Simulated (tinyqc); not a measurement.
From results back to parameters: Lorentz oscillators and the Kramers-Kronig relations. Four cases, with inputs chosen for the exercise.

Problem. At normal incidence from vacuum the amplitude r = (1 - N)/(1 + N) with N = n + i k is written r = -sqrt(R) exp(i theta). R and the phase theta are given.

Find: n; k; eps1; eps2.

Method. N = (1 - r)/(1 + r) = (1 + sqrt(R) exp(i theta))/(1 - sqrt(R) exp(i theta)); eps = N^2.

Case 1.

R = 0.024368
theta = 0.083826 rad

Solution.

n = 1.368
k = 0.037
eps1 = 1.87
eps2 = 0.10

Case 2.

R = 0.846787
theta = 0.833087 rad

Solution.

n = 0.252
k = 2.237
eps1 = -4.94
eps2 = 1.13

Case 3.

R = 0.425897
theta = 0.255746 rad

Solution.

n = 3.519
k = 2.024
eps1 = 8.29
eps2 = 14.25

Case 4.

R = 0.061439
theta = 0.049627 rad

Solution.

n = 1.657
k = 0.043
eps1 = 2.74
eps2 = 0.14

Computed by tinyqc, one run a case: `OMP_NUM_THREADS=1 python tinyqc.py N N+1 out.jsonl` with N = 1651485, 1651517, 1651553, 1651569; one thread of a shared Intel(R) Xeon(R) Processor @ 2.30GHz, about 0.2 s a run at most.
